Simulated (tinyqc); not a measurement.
CID on RHF in the sto-3g basis, frozen core, for BeH+, spin multiplicity 1, step by step. One step of it, computed by the program tinyqc.

Question. CID: roots. Diagonalise (each vector has its largest component positive (the first on a tie)); all determinants have Ms = 0, so triplets appear too. The lowest singlet root is the correlation energy.

Occupation strings over the orbitals (2 doubly, a alpha, b beta, 0 empty; spin orbitals ordered 1a 1b 2a 2b ...): 220000 202000 20a00b 200200 200020 20b00a 200002

H - E(HF) between determinants (hartree):
```
           220000     202000     20a00b     200200     200020     20b00a     200002
220000   0.000000   0.042885  -0.049295   0.043522   0.043522   0.049295   0.121543
202000   0.042885   0.646255   0.119437   0.050970   0.050970  -0.119437   0.054374
20a00b  -0.049295   0.119437   0.748575  -0.012307  -0.012307  -0.054374   0.004733
200200   0.043522   0.050970  -0.012307   0.730378   0.024249   0.012307   0.024948
200020   0.043522   0.050970  -0.012307   0.024249   0.730378   0.012307   0.024948
20b00a   0.049295  -0.119437  -0.054374   0.012307   0.012307   0.748575  -0.004733
200002   0.121543   0.054374   0.004733   0.024948   0.024948  -0.004733   1.152878
```

Give: lowest roots of this matrix, relative to E(HF); lowest vectors; <S^2> of these roots; weight of the ground state by excitation level 0, 1, 2, ....

Answer.

lowest roots of this matrix, relative to E(HF) (hartree): -0.026  0.518  0.694  0.706  0.777  0.909  1.179

lowest vectors:
```
        root 1  root 2  root 3  root 4
220000   0.986   0.081   0.000   0.000
202000  -0.073   0.811   0.000   0.000
20a00b   0.068  -0.343   0.707   0.000
200200  -0.045  -0.219   0.000   0.707
200020  -0.045  -0.219   0.000  -0.707
20b00a  -0.068   0.343   0.707   0.000
200002  -0.097  -0.063   0.000   0.000
```

<S^2> of these roots: 0.000  0.000  2.000  0.000  0.000  0.000  0.000

weight of the ground state by excitation level 0, 1, 2, ...: 0.972  0.000  0.028
